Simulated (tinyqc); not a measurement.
One-sided p+-n junction, ionisation integral and breakdown: one step of the calculation.

A p+ layer at x < 0 and an n drift layer from x = 0. Depletion approximation, built-in voltage neglected. Local ionisation coefficients alpha_n = an exp(-(bn/E)^mx), alpha_p = ap exp(-(bp/E)^mx). Electrons move towards +x, holes towards x = 0.

Question. Ionisation integrals by the trapezoid rule. G(x) = integral from 0 to x of (alpha_n - alpha_p); I_n = integral of alpha_n exp(-G) (electrons injected at x = 0), I_p = integral of alpha_p exp(G(end) - G) (holes injected at the far edge); M = 1/(1 - I). All integrals by the trapezoid rule on the grid.

x, point 0 to 12 (um): [0.000000, 1.169093, 2.338186, 3.507279, 4.676372, 5.845464, 7.014557, 8.183650, 9.352743, 10.521836, 11.690929, 12.860022, 14.029115]
alpha_n, point 0 to 12 (1/cm): [1.5934649, 0.69706757, 0.28285558, 0.10532922, 0.035532964, 0.010691496, 0.0028150799, 6.3352082e-4, 1.1832182e-4, 1.7668891e-5, 2.0108256e-6, 1.6380763e-7, 8.7859183e-9]
alpha_p, point 0 to 12 (1/cm): [3417.6662, 2157.8322, 1306.6223, 754.28103, 412.14934, 211.32297, 100.60153, 43.887401, 17.260050, 5.9938317, 1.7895646, 0.44363681, 0.087167477]

Wanted: G; alpha_n exp(-G); I_n; I_p; M_n; M_p.

Answer.

G, point 0 to 12: [0.0000, -0.3258, -0.5282, -0.6487, -0.7169, -0.7533, -0.7715, -0.7800, -0.7836, -0.7849, -0.7854, -0.7855, -0.7855]
alpha_n exp(-G), point 0 to 12 (1/cm): [1.593, 0.966, 0.480, 0.201, 0.073, 0.023, 0.006, 0.001, 0.000, 0.000, 0.000, 0.000, 0.000]
I_n = 2.977e-4
I_p = 0.5340
M_n = 1.000
M_p = 2.146

Program tinyqc, `OMP_NUM_THREADS=1 python tinyqc.py 2120102 2120103 out.jsonl`; Intel Xeon 2.30GHz, shared host, one thread, about 0.1 s.
